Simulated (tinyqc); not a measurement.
Phonon polaritons: single-oscillator infrared dielectric function of a polar cubic crystal. Computed by tinyqc, a small Python program. Command: `OMP_NUM_THREADS=1 python tinyqc.py 3002491 3002492 out.jsonl infrared walk`. One thread of a shared host (Intel(R) Xeon(R) Processor @ 2.30GHz), about 0.01 s of CPU time with the checks.

One ion pair, charges +Z* and -Z*, in a cell of volume Omega = a^3/4. Frequencies omega are given as wavenumbers (1/cm); eps_s is the static dielectric constant.

Inputs (values chosen for the exercise, modelled on potassium chloride): lattice constant a = 6.29 angstrom; mass M_A = 39.1 u; mass M_B = 35.45 u; omega_TO = 139 1/cm; Born charge Z* = 1.17 e; eps_inf = 2.13.

Structure: rock salt. Free carriers: absent.

Constants: nu for 1 eV/(angstrom^2 u) = 15.6333042 THz; 1 THz = 33.35640952 1/cm; e^2/(4 pi eps_0) = 14.39964548 eV angstrom.

Method. mu = M_A M_B/(M_A + M_B); ionic plasma term W^2 = 4 pi Z*^2 (e^2/(4 pi eps_0))/(Omega mu) in eV/(angstrom^2 u), turned into 1/cm by W = 15.6333042 x 33.35640952 x sqrt(W^2); omega_LO^2 = omega_TO^2 + W^2/eps_inf; eps_s = eps_inf + W^2/omega_TO^2; Szigeti charge 3 Z*/(eps_inf + 2); longitudinal (Callen) charge Z*/eps_inf. Transverse waves without damping obey Q^2 = omega^2 eps(omega), Q = wave vector/(2 pi) in 1/cm: eps_inf omega^4 - (eps_inf omega_LO^2 + Q^2) omega^2 + Q^2 omega_TO^2 = 0.

eps_s = 5.14388

omega_LO = 216.008 1/cm

Branches (1/cm):
```
Q     lower branch  upper branch  Q/sqrt(eps_s)  Q/sqrt(eps_inf)
32           14.07         216.7           14.1             21.9
95           40.78         221.9           41.9             65.1
190          75.17         240.7           83.8            130.2
320         105.39         289.2          141.1            219.3
470         121.56         368.2          207.2            322.0
790         132.58         567.5          348.3            541.3
1600        137.42        1108.9          705.5           1096.3
3200        138.60        2198.9         1410.9           2192.6
```

What does the comparison show, and why?

The lower branch starts as light slowed by sqrt(eps_s) (0.997 of that line) and ends at 0.997 omega_TO; the upper starts at 1.003 omega_LO and ends at 1.003 of the light line with eps_inf. No branch lies between omega_TO and omega_LO.
